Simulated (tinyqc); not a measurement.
What moves the results: donor near an oxide interface in a gate field (two-state model). A value that a table varies takes the place of the one given here.

Interface at z = 0 (hard wall), donor at z = d, field F pulling electrons to the interface: potential e F z; 1 kV/cm = 1e-5 eV/angstrom, c = hbar^2/2m0, q = e^2/(4 pi eps0), Q = (eps - eo)/(eps + eo). Donor state: E_D = e F d - ED - q Q/(4 eps d), the last term joining the images of ion and electron. Interface state: z exp(-b z/2) exp(-rho^2/(2 L^2)) with E_z = c b^2/(4 mz) + 3 e F/b + q Q b/(8 eps), minimised over b; in the plane at z = 3/b the ion (distance D = d - 3/b) and its image (D' = d + 3/b) give E_rho = c/(mt L^2) - (q/eps)(sqrt(pi)/L)[erfcx(D/L) + Q erfcx(D'/L)], erfcx(x) = exp(x^2) erfc(x), minimised over L. E_I = E_z + E_rho.

The two states couple by t = t0 exp(-D/aD) with t0 = q/(eps aD) (2 aD/L) sqrt(aD b/2) v, v a valley factor; this form is an estimate. With detuning u = E_D - E_I the splitting is sqrt(u^2 + 4 t^2) and the lower state has weight (1 - u/sqrt(u^2 + 4 t^2))/2 on the donor.

Constants: hbar^2/2m0 = 3.80998211 eV angstrom^2; e^2/(4 pi eps0) = 14.39964547 eV angstrom.

Parameters, chosen for this exercise (near those of a donor in Si below SiO2, static dielectric constants; not measured data):
- d = 170 angstrom (depth of the donor)
- ED = 31.3 meV (bulk binding energy)
- mz = 0.901 m0 (mass across the interface)
- mt = 0.191 m0 (mass in the plane)
- eps = 11.5 (dielectric constant of the semiconductor)
- eo = 3.9 (dielectric constant of the oxide)
- aD = 17.7 angstrom (donor radius)
- v = 0.45 (valley factor)
- Fl = (26.262, 26.326, 26.352, 26.364, 26.377, 26.403, 26.467) kV/cm (fields)
- dl = (65, 90, 120, 155, 200, 250) angstrom (depths)

## Sweeping the field

Both levels, the splitting, the donor weight and the mean depth w d + (1 - w) 3/b.

Results:
```
F (kV/cm)  E_D (meV)  E_I (meV)  splitting (meV)  donor weight  mean depth (angstrom)
26.262        12.437     12.558            0.123         0.996                  169.5
26.326        12.545     12.591           0.0483         0.973                  166.8
26.352        12.590     12.604           0.0214         0.844                  151.1
26.364        12.610     12.611           0.0155         0.515                  111.1
26.377        12.632     12.617           0.0216         0.153                   67.1
26.403        12.676     12.630           0.0485         0.026                   51.8
26.467        12.785     12.663            0.123         0.004                   49.0
```

E_D rises by 1.70 and E_I by 0.51 meV per kV/cm, so they cross once, near 26.4 kV/cm, where the splitting is 2t = 0.0155 meV. The donor weight passes from 0.85 to 0.15 while the detuning goes from -2t to 2t, a window of 0.026 kV/cm or 0.099 % of the field; across the table the charge moves by 120 angstrom.

## Depth of the donor

Critical field, and the coupling, E_rho and L at that field.

Results:
```
d (angstrom)  critical field (kV/cm)  e F d/ED  t (meV)  E_rho (meV)  L (angstrom)
65                              86.2     1.790      2.8       -21.75            56
90                              56.7     1.630     0.66       -16.18            71
120                             39.8     1.527     0.12       -12.42            87
155                             29.4     1.455    0.018        -9.80           105
200                             21.8     1.395   0.0015        -7.74           127
250                             16.9     1.350  9.8e-05        -6.28           149
```

The critical field falls from 86 to 17 kV/cm, with exponent -1.21 in d, while t drops by a factor 2.8e+04, about e for each 18 angstrom at the end (aD = 17.7). One lattice plane (1.36 angstrom) of misplacement changes t by 7 % and the critical field by about 1.4 % at 120 angstrom.

## What each parameter does

Critical field (E_D = E_I), and t and L there. Each row changes one parameter from the base and keeps the others.

Results:
```
case                critical field (kV/cm)  t (meV)  L (angstrom)
base                                  26.4  0.00777         112.7
d = 185 angstrom                      23.9  0.00341         119.9
ED = 37.3 meV                         31.3  0.00667         114.0
aD = 19.5 angstrom                    26.4   0.0154         112.7
mz = 0.766 m0                         26.9  0.00841         112.1
mt = 0.22 m0                          26.2  0.00823         107.0
eo = 5.8                              25.5  0.00699         115.6
eps = 12.2                            26.7  0.00705         115.1
```

The largest shifts from the base row, up to three for each result and ties (the steps differ in size, so this ranks the rows, not the parameters). critical field (kV/cm): ED +5.0, d -2.5, eo -0.8; unchanged at the printed digits by aD. t (meV): aD +0.00759, d -0.00436, ED -0.00110. L (angstrom): d +7.2, mt -5.8, eo +2.8; unchanged at the printed digits by aD.

Computed by tinyqc, a small Python program: `OMP_NUM_THREADS=1 python tinyqc.py 1252723 1252724 out.jsonl` (the numbers bound the seed that draws the inputs); one thread of a shared host (Intel(R) Xeon(R) Processor @ 2.30GHz), about 0.1 s for the whole set of steps.
